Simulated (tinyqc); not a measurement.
Adsorption as a lattice gas: isotherms with interactions, competition, desorption peaks and saturation dose: one step, computed by the program tinyqc.

One adsorbate per site; a molecule needs 2 empty sites. Gas and surface have the same temperature.

Task: Desorption peak without interaction. The peak obeys E/(k_B T_p^2) = (nu theta_0/beta) exp(-E/(k_B T_p)) if theta at the peak is theta_0/2. Redhead's shortcut, with the constant 3.46 (3.64 is also in use), reads E back as k_B T_p [ln(nu' T_p/beta) - 3.46], nu' = nu theta_0.

Inputs (values chosen for the exercise, for a model surface):

| quantity | value | unit |
|---|---|---|
| desorption energy E | 1.03 | eV |
| prefactor nu | 1.7e+13 | 1/s |
| heating rate beta | 4.4 | K/s |
| initial coverage theta_0 | 0.75 | - |

Adsorption: dissociative (second order).

Constants: k_B = 8.617333262e-05 eV/K.

Give: peak temperature T_p; E by Redhead's shortcut.

Result:

peak temperature T_p = 383.1 K

E by Redhead's shortcut = 1.029 eV

The shortcut misses by -0.06 %, since 3.46 stands for ln(E/(k_B T_p)) = 3.44. A prefactor wrong by a factor 100 would shift E by 0.152 eV.
